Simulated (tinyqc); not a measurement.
CCD on RHF in the sto-3g basis, for H2, spin multiplicity 1, step by step. One step of it, computed by the program tinyqc.

Task: Iteration 2 (converged): orbitals. Diagonalise F' = X^T F X, C = X C', fill 1 alpha and 1 beta electrons from the bottom; D = 2 C_occ C_occ^T. Each column has its largest component positive (the first on a tie).

converged F (hartree):
```
,1H 1s,2H 1s
1H 1s,-0.411525,-0.631269
2H 1s,-0.631269,-0.411525
```

X:
```
,1H 1s,2H 1s
1H 1s,1.308443,-0.543363
2H 1s,-0.543363,1.308443
```

Give: F' = X^T F X; orbital energies; coefficients C; D after iteration 2.

Result:

F' = X^T F X (hartree):
```
,1,2
1,0.072,-0.682
2,-0.682,0.072
```

orbital energies (hartree): MO1 -0.610, MO2 0.754

coefficients C:
```
,MO1,MO2
1H 1s,0.541,1.309
2H 1s,0.541,-1.309
```

D after iteration 2:
```
,1H 1s,2H 1s
1H 1s,0.585,0.585
2H 1s,0.585,0.585
```
